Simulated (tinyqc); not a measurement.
Inside a calculation. Method: Hubbard ring of 6 sites. One step of it, computed by the program tinyqc.

Problem. Mean-field iteration 1. H(up) = T + U n(down), H(down) = T + U n(up); fill the lowest levels; n(new) = n + mixing (n(out) - n); E = tr T (rho up + rho down) + U sum n_up n_down of the output.

one-body matrix (hopping and site energies) (eV), order 1, 2, 3, 4, 5, 6:
```
[[0.000000, -0.510000, 0.000000, 0.000000, 0.000000, -0.510000],
 [-0.510000, 0.000000, -0.510000, 0.000000, 0.000000, 0.000000],
 [0.000000, -0.510000, 0.000000, -0.510000, 0.000000, 0.000000],
 [0.000000, 0.000000, -0.510000, 0.000000, -0.510000, 0.000000],
 [0.000000, 0.000000, 0.000000, -0.510000, 0.000000, -0.510000],
 [-0.510000, 0.000000, 0.000000, 0.000000, -0.510000, 0.000000]]
```

U = 2.300000 eV

electrons, up and down: [5, 3]

mixing = 1

n(up) at the start (a guess, not normalised): [0.883000, 0.783000, 0.883000, 0.783000, 0.883000, 0.783000]

n(down) at the start (a guess): [0.450000, 0.550000, 0.450000, 0.550000, 0.450000, 0.550000]

Give: levels, up; levels, down; energy; n(up) after iteration 1; n(down) after iteration 1.

Solution.

levels, up (eV): [0.1235, 0.6272, 0.6272, 1.6728, 1.6728, 2.1765]

levels, down (eV): [0.8894, 1.3931, 1.3931, 2.4387, 2.4387, 2.9424]

energy = 2.7041 eV

n(up) after iteration 1: [0.8520, 0.8147, 0.8520, 0.8147, 0.8520, 0.8147]

n(down) after iteration 1: [0.4080, 0.5920, 0.4080, 0.5920, 0.4080, 0.5920]
